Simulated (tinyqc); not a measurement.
Bias-temperature instability from a Gaussian distribution of capture and emission barriers: one step, computed by the program tinyqc. Command: `OMP_NUM_THREADS=1 python tinyqc.py 3020403 3020404 out.jsonl bti walk`. One thread of a shared host (Intel(R) Xeon(R) Processor @ 2.30GHz), about 0.01 s of CPU time with the checks.

Each trap has a capture time tau_0 exp(E_c/(k_B T)) under stress and an emission time tau_0 exp(E_e/(k_B T)) after it. E_c is Gaussian, and E_e = E_c + d with d Gaussian and independent. A trap counts as filled once t_s exceeds its capture time and as emptied once t_r exceeds its emission time.

Problem. Stress. Demarcation energies E_s = k_B T ln(t_s/tau_0), E_r = k_B T ln(t_r/tau_0); mean barrier mu = mu_c - k_F F; z = (E_s - mu)/sigma_c; Phi is the standard normal distribution. Temperatures in kelvin are T(C) + 273.15. Shift without recovery dV0 = V_max Phi(z); local time exponent n = d ln dV0/d ln t_s = (k_B T/sigma_c) exp(-z^2/2)/(sqrt(2 pi) Phi(z)); apparent activation energy n E_s.

Inputs (values chosen for the exercise, for a model p-channel transistor):

| quantity | value | unit |
|---|---|---|
| shift with all traps filled V_max | 230 | mV |
| mean capture barrier at zero field mu_c | 1.53 | eV |
| spread of capture barriers sigma_c | 0.34 | eV |
| lowering of mu_c per field k_F | 0.038 | eV/(MV/cm) |
| oxide field F | 4.5 | MV/cm |
| time constant tau_0 | 9e-10 | s |
| temperature T | 25 | C |
| stress time t_s | 1000 | s |

Constants: k_B = 8.617333262e-05 eV/K.

Give: E_s; mean barrier mu; z; shift without recovery dV0; time exponent n; apparent activation energy.

Solution.

E_s = 0.71262 eV

mean barrier mu = 1.359 eV

z = -1.9011

shift without recovery dV0 = 6.5879 mV

time exponent n = 0.17274

apparent activation energy = 0.12310 eV

The stress has filled 2.9 % of the traps. The apparent energy 0.123 eV is only the share n of the barriers near 0.71 eV that are being crossed.
